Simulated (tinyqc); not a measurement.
RKS/B3LYP (VWN-RPA form) in the sto-3g basis, for H3+, spin multiplicity 1, step by step. One step of it, computed by the program tinyqc.

Problem. Iteration 1: diagonalisation and new density. Diagonalise F' = X^T F X, C = X C', fill 1 alpha and 1 beta electrons from the bottom; D = 2 C_occ C_occ^T; the new density keeps 0.7 of the old one (damping). Each column has its largest component positive (the first on a tie).

Kohn-Sham matrix F (hartree):
```
           1H 1s      2H 1s      3H 1s
1H 1s  -0.880044  -0.682888  -0.682888
2H 1s  -0.682888  -0.708613  -0.274759
3H 1s  -0.682888  -0.274759  -0.708613
```

X:
```
               1          2         3
1H 1s   1.509072   0.000000  0.474610
2H 1s  -0.947446   0.791833  0.377974
3H 1s  -0.947446  -0.791833  0.377974
```

D at the start:
```
          1H 1s     2H 1s     3H 1s
1H 1s  0.564818  0.062694  0.062694
2H 1s  0.062694  0.635940  0.031164
3H 1s  0.062694  0.031164  0.635940
```

overlap S:
```
          1H 1s     2H 1s     3H 1s
1H 1s  1.000000  0.600842  0.600842
2H 1s  0.600842  1.000000  0.202550
3H 1s  0.600842  0.202550  1.000000
```

Give: F' = X^T F X; orbital energies; coefficients C; D after iteration 1.

Solution.

F' = X^T F X (hartree):
```
         1        2        3
1   0.1359   0.0000  -0.0909
2   0.0000  -0.5441   0.0000
3  -0.0909   0.0000  -0.9692
```

orbital energies (hartree): MO1 -0.9766, MO2 -0.5441, MO3 0.1433

coefficients C:
```
          MO1      MO2      MO3
1H 1s  0.5959   0.0000   1.4654
2H 1s  0.2996   0.7918  -0.9751
3H 1s  0.2996  -0.7918  -0.9751
```

D after iteration 1:
```
        1H 1s   2H 1s   3H 1s
1H 1s  0.6084  0.1510  0.1510
2H 1s  0.1510  0.4990  0.0757
3H 1s  0.1510  0.0757  0.4990
```
